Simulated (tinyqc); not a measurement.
## Weak link from the transmission

Problem. An infinite chain has hopping -t with t = 1.6 eV and site energy 0; E = -2 t cos(k) with E = -1.94 eV. One bond has the hopping -y t with 0 < y < 1, so T(E) = 4 y^2 sin^2 k/[(1 - y^2)^2 + 4 y^2 sin^2 k]. Find y and the hopping y t.

T(E) = 0.93348666

Solution. With b = |sin k| sqrt(1/T(E) - 1), (1 - y^2)/(2 y) = b, whose root below 1 is sqrt(b^2 + 1) - b.

y = 0.8100
y t = 1.296 eV

Numbers from tinyqc (`OMP_NUM_THREADS=1 python tinyqc.py 2660045 2660046 out.jsonl`; about 0.01 s on one thread of a shared Intel Xeon 2.30GHz).
